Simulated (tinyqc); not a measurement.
Inside a calculation. Model: Cabrera-Mott growth of a thin oxide under its own electric field. Computed by tinyqc, a small Python program that keeps every step. Command: `OMP_NUM_THREADS=1 python tinyqc.py 3024656 3024657 out.jsonl cabrera walk`. One thread of a shared host (Intel(R) Xeon(R) Processor @ 2.30GHz), about 0.01 s of CPU time with the checks. Intermediate numbers are printed to about 6 digits and carried at full precision; extremes and crossings named in words are read from the listed rows.

Electrons cross the film freely and set a fixed potential V across it; the field V/x lowers the barrier for ions entering the oxide.

Inputs (values chosen for the exercise, for a model metal):

| quantity | value | unit |
|---|---|---|
| barrier W | 1.42 | eV |
| Mott potential V | 0.49 | V |
| ion charge number z | 3 | - |
| half jump distance b | 1.2 | angstrom |
| prefactor u0 = N Omega nu | 1.3e+12 | angstrom/s |
| temperature T | 550 | K |
| starting thickness x0 | 2.8 | angstrom |
| time t | 390000 | s |

Backward hops: kept.

Constants: k_B = 8.617333262e-05 eV/K.

## Scales

u = u0 exp(-W/(k_B T)), X1 = z b V/(k_B T) with V in volts and k_B T in eV; dx/dt = 2 u sinh(X1/x).

u = 0.126518 angstrom/s

X1 = 37.2189 angstrom

## Field and rate at the start

Field E = V/x; the barrier is lowered by z b V/x.

field = 17.5 MV/cm

barrier lowering = 0.63 eV

rate = 74987.6 angstrom/s

## Thickness after time t

t(x) = int_(x0)^x dx / (dx/dt) by Gauss-Legendre quadrature (80 points on each side of (x0 + 2 x)/3), solved for x.

thickness x = 2710.77 angstrom

rate at time t = 0.00347429 angstrom/s

field at time t = 0.0180761 MV/cm

X1/x = 0.0137: the field is now weak. Caution: the starting field or rate is formal: the first layers form as fast as oxygen arrives. Caution: electrons tunnel only through a few nanometres, so beyond about 10 nm a fixed Mott potential is doubtful.

## Limiting thickness

Growth counts as stopped when u exp(X1/x) falls to 1e-5 angstrom/s: x_L = X1/ln(1e-5/u), defined while u is below that rate; the critical temperature is T_c = W/(k_B ln(u0/1e-5)).

Limiting thickness x_L: none: u exceeds the rate

critical temperature T_c = 418.167 K

T is above T_c, so u exp(X1/x) never falls to that level.

## Growth over eight decades

Closed form for thin films (leading term of the integral): x solves (x^2/(u X1)) exp(-X1/x) = t.

Thickness:

| t (s) | x (angstrom) | 1/x (1/angstrom) | closed form (angstrom) |
|---|---|---|---|
| 1.00e+00 | 1.22915e+01 | 8.13571e-02 | 1.12862e+01 |
| 1.00e+01 | 2.20213e+01 | 4.54107e-02 | 1.86313e+01 |
| 1.00e+02 | 5.00662e+01 | 1.99735e-02 | 3.62556e+01 |
| 1.00e+03 | 1.41154e+02 | 7.08445e-03 | 8.53413e+01 |
| 1.00e+04 | 4.35847e+02 | 2.29439e-03 | 2.34890e+02 |
| 1.00e+05 | 1.37320e+03 | 7.28226e-04 | 7.04577e+02 |
| 1.00e+06 | 4.34029e+03 | 2.30400e-04 | 2.18852e+03 |
| 1.00e+07 | 1.37243e+04 | 7.28633e-05 | 6.88069e+03 |
| 1.00e+08 | 4.33998e+04 | 2.30416e-05 | 2.17185e+04 |

Per decade of time the film gains 9.7 angstrom at first and 30000 at the end. The inverse-logarithmic law predicts -X1 d(1/x)/d ln t near 1; the rows give 0.58 at first and 0.00 at the end. The closed form misses by at most a factor 2.0, as it needs x well below X1 and above x0. In the last rows x grows as t^0.50, approaching the parabolic law x^2 = 4 u X1 t of weak fields. Caution: rows beyond about 10 nm exceed the range where electrons tunnel freely and hold a fixed Mott potential.

Checks made by the program: quadrature against adaptive integration (relative difference below 1e-10).
